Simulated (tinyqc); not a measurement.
Which input was changed? Model: cluster expansion of a binary alloy: correlations, fit, cross-validation and ground states. Computed by tinyqc, a small Python program. Command: `OMP_NUM_THREADS=1 python tinyqc.py 3007702 3007703 out.jsonl clex which`. One thread of a shared host (Intel(R) Xeon(R) Processor @ 2.30GHz), about 0.2 s of CPU time with the checks.

s = +1 for A and -1 for B. Energy per site E = J0 + J1 P(point) + sum over clusters of m V P, with P the mean product of spins; V > 0 on a pair favours unlike neighbours. Clusters per site m: pair 1 4, pair 2 3, pair 3 6, triplet 12; the triplet is two first-neighbour bonds closed by a second-neighbour bond. Formation energies are counted from the line between pure A and pure B, which removes J0 and J1.

Inputs (values chosen for the exercise, for a model alloy): first-pair interaction V1 = 37.6 meV; second-pair interaction V2 = -19 meV; third-pair interaction V3 = 0.19 meV; triplet interaction Vt = -0.43 meV; noise amplitude = 14 meV/site; temperature T = 2500 K; fraction x of B = 0.6.

Lattice: bcc.

correlations P, counted on periodic cells, rows A, A3B D0_3, A3B (001) layers, A2B C11_b, AB B2, AB B32, A2B2 B11, AB (110) layers, AB2 C11_b, AB3 D0_3, AB3 (001) layers, B, columns point, pair 1, pair 2, pair 3, triplet:
```
[[1.000000, 1.000000, 1.000000, 1.000000, 1.000000],
 [0.500000, 0.000000, 0.000000, 1.000000, -0.500000],
 [0.500000, 0.000000, 0.666667, 0.333333, 0.166667],
 [0.333333, -0.333333, 0.555556, 0.111111, -0.111111],
 [0.000000, -1.000000, 1.000000, 1.000000, 0.000000],
 [0.000000, 0.000000, -1.000000, 1.000000, 0.000000],
 [0.000000, 0.000000, 0.333333, -0.333333, 0.000000],
 [0.000000, 0.000000, -0.333333, -0.333333, 0.000000],
 [-0.333333, -0.333333, 0.555556, 0.111111, 0.111111],
 [-0.500000, 0.000000, 0.000000, 1.000000, 0.500000],
 [-0.500000, 0.000000, 0.666667, 0.333333, -0.166667],
 [-1.000000, 1.000000, 1.000000, 1.000000, -1.000000]]
```

standard normal numbers for the noise (0 for the pure ends): A 0.000, A3B D0_3 -0.773, A3B (001) layers 0.254, A2B C11_b 0.369, AB B2 -1.742, AB B32 -0.019, A2B2 B11 0.597, AB (110) layers -0.398, AB2 C11_b 0.334, AB3 D0_3 0.804, AB3 (001) layers -0.151, B 0.000

Constants: k_B = 8.617333262e-05 eV/K.

Method:
- Design matrix of formation energies: m (P - 1) for pairs and m (P(triplet) - P(point)) for the triplet; x = (1 - P(point))/2.
- Exact: X V with V = (V1, V2, V3, Vt). The data to fit add the noise amplitude times the normal numbers, standing for what the clusters leave out.
- Leave out pair 3: A = X^T X and b = X^T E (E being the data with noise) over these three columns; solve A V = b. The root-mean-square error runs over the structures between the pure ends.
- Random alloy: P(pair) = p^2, P(triplet) = p^3, p = 1 - 2x, so H_mix = (p^2 - 1) sum m V(pairs) + (p^3 - p) m Vt; G_mix = H_mix + k_B T [x ln x + (1 - x) ln(1 - x)]. To first order in 1/T the Warren-Cowley parameter of shell 1 is alpha_1 = -(1 - p^2) V_eff/(k_B T), V_eff = V1 + (number of triplets on a first-neighbour bond) p Vt, that number being 6.

Task: One of these inputs alone was changed, within the range given: first-pair interaction V1 (18.8 to 75.2); third-pair interaction V3 (0.095 to 0.38); noise amplitude (7 to 28); temperature T (1250 to 5000). Which one, and to what value?

Results:
```
run        alpha_1  mixing free energy G_mix (meV/site)  root-mean-square error of the three-cluster fit (meV/site)
before  -0.1698500                            -236.7383                                                    8.048642
after   -0.2317903                            -290.1143                                                    8.048642
```

Result:

Each candidate set to reproduce alpha_1, and what it then gives; columns: (1) candidate; (2) range searched; (3) value needed; (4) mixing free energy G_mix (meV/site); (5) root-mean-square error of the three-cluster fit (meV/site):
```
(1)                                        (2)        (3)      (4)     (5)
first-pair interaction V1 (meV)   18.8 to 75.2      51.50  -290.11  8.0486
third-pair interaction V3 (meV)  0.095 to 0.38  no effect        -       -
noise amplitude (meV/site)             7 to 28  no effect        -       -
temperature T (K)                 1250 to 5000       1832  -197.99  8.0486
```

Only first-pair interaction V1 fits every result: it went from 37.6 to 51.5 meV. The next best candidate, temperature T, misses one result by 32 %.

Caution: G_mix lies above the hull of the ordered structures at this x, so the random alloy is not the equilibrium state at T. Caution: so large an alpha_1 is beyond the first-order expansion.
